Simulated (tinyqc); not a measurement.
Self-heating of a transistor with one or more fingers, with temperature-dependent conductivity: one step, computed by the program tinyqc.

N long parallel fingers lie on the top face of a slab whose bottom is held at T_0; the top is otherwise insulated, and heat flows in two dimensions. P in W/mm is 1000 P in W/m.

Problem. Correction for the falling conductivity. Kirchhoff transformation for kappa = kappa_0 (T/T_0)^-m: T = T_0 [1 - (m - 1) theta/T_0]^(-1/(m - 1)), where theta is the linear rise. The bracket vanishes at the power P T_0/((m - 1) theta).

Inputs (values chosen for the exercise, modelled on germanium):
```
quantity                    value        unit
exponent m in kappa ~ T^-m   1.21           -
base temperature T_0          298           K
power per gate width P       0.45        W/mm
width of the heat source w   0.17  micrometre
phonon free path Lambda       110          nm
```

Power: power rises with temperature.

largest theta = 50.73539 K

Give: peak temperature; true rise; true rise / linear rise; power at which the formula diverges.

Solution.

peak temperature = 354.4 K

true rise = 56.41 K

true rise / linear rise = 1.112

power at which the formula diverges = 12.59 W/mm

The falling conductivity adds 11.2 % to the rise. Caution: the source is narrower than two phonon free paths, so the Fourier result understates the rise at the source.
